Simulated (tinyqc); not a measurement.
From results back to parameters: effective mass of the split-off band from tabulated energies.

Problem. A band follows E (1 + alpha E) = c k^2/m, c = hbar^2/2m0. Its energies at two wave vectors are given.

Constants: hbar^2/2m0 = 3.80998211 eV angstrom^2.

Inputs chosen for the exercise (out of a larger set: band of an eight-band Kane model near Ge; not measured data): k12 = (0.0183, 0.0488) 1/angstrom (two wave vectors).

energies (meV): 14.43364  113.87214

Find: y = c k^2/E; m; alpha.

Solution. y = m + m alpha E is a straight line through the two points. A negative alpha means that the band steepens away from the edge, repelled by the bands nearer the gap.

y = c k^2/E (m0): 0.08840  0.07968
m = 0.0897 m0
alpha = -0.98 1/eV

Run: tinyqc, `OMP_NUM_THREADS=1 python tinyqc.py 1881271 1881272 out.jsonl`; Intel(R) Xeon(R) Processor @ 2.30GHz, one thread, shared host; about 0.01 s of CPU time with all checks.
